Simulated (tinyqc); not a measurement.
Leakage currents through a thin dielectric: one step, computed by the program tinyqc. Command: `OMP_NUM_THREADS=1 python tinyqc.py 3017295 3017296 out.jsonl leak walk`. One thread of a shared host (Intel(R) Xeon(R) Processor @ 2.30GHz), about 0.02 s of CPU time with the checks.

Electrons leave an electrode with Fermi energy E_F above its band bottom; barriers are counted from the Fermi level, and both electrodes are alike.

Question. Thermal currents. Schottky emission J = A T^2 exp(-(phi_B - sqrt(e^3 F/(4 pi k_o eps_0)))/k_B T), A = 4 pi e m k_B^2/h^3 with the tunnelling mass; Poole-Frenkel J = sigma_0 F exp(-(phi_t - sqrt(e^3 F/(pi k_o eps_0)))/k_B T); both use the field F of the dielectric.

Inputs (values chosen for the exercise, modelled on a low-k dielectric):
```
quantity                          value  unit
barrier height phi_B               2.62    eV
tunnelling mass m                  0.46   m_0
optical permittivity k_o           2.06     -
trap depth phi_t                      1    eV
Poole-Frenkel prefactor sigma_0  0.0001  S/cm
temperature T                       300     K
```

Stack: single layer.

field F = 2.25 MV/cm

Constants: e = 1.602176634e-19 C; eps_0 = 8.8541878128e-12 F/m; k_B = 8.617333262e-05 eV/K; m_0 = 9.1093837015e-31 kg; k_B = 1.380649e-23 J/K; h = 6.62607015e-34 J s.

Give: Schottky lowering; Poole-Frenkel lowering; Schottky current density; Poole-Frenkel current density.

Answer.

Schottky lowering = 0.3966 eV

Poole-Frenkel lowering = 0.7932 eV

Schottky current density = 2.213e-31 A/cm^2

Poole-Frenkel current density = 0.07542 A/cm^2

The Poole-Frenkel lowering is twice the Schottky one, because the charge of a trap is fixed while an image charge moves with the electron.
